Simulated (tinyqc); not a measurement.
## Narrowing from the saturation current

Problem. A uniform n-type emitter has J0 = (q p0 D/L)(s + tanh(W/L))/(1 + s tanh(W/L)), D = mup Vt, s = S L/D, and p0 = (ni^2/N) exp(dE_app/kB T), where dE_app = dEg + kB T ln[(N/Nc) exp(-eta)]. Find p0, dE_app and dEg.

Parameters, values chosen for the exercise; band and dielectric values close to those of silicon: temperature T = 250 K; conduction-band density of states at 250 K Nc = 2.12e19 cm^-3; ionised donor density N = 1e20 cm^-3; minority-hole mobility mup = 190 cm^2/(V s); emitter width W = 86 nm; recombination velocity at the contact S = 8.2e6 cm/s.

Constants: q = 1.602176634e-19 C, kB = 1.380649e-23 J/K, Vt = kB T/q. Results are converted to the units shown.

J0 = 0.75892297 fA/cm^2
L = 522.33155 nm
ni = 1.6917322e8 cm^-3
converged eta = 3.1223429

Solution. J0 gives p0, its ratio to ni^2/N gives dE_app, and the degeneracy term is taken off.

p0 = 0.01042 cm^-3
dE_app = 77.45 meV
dEg = 111.3 meV

Program tinyqc, `OMP_NUM_THREADS=1 python tinyqc.py 2330118 2330119 out.jsonl`; Intel Xeon 2.30GHz, shared host, one thread, about 0.01 s.
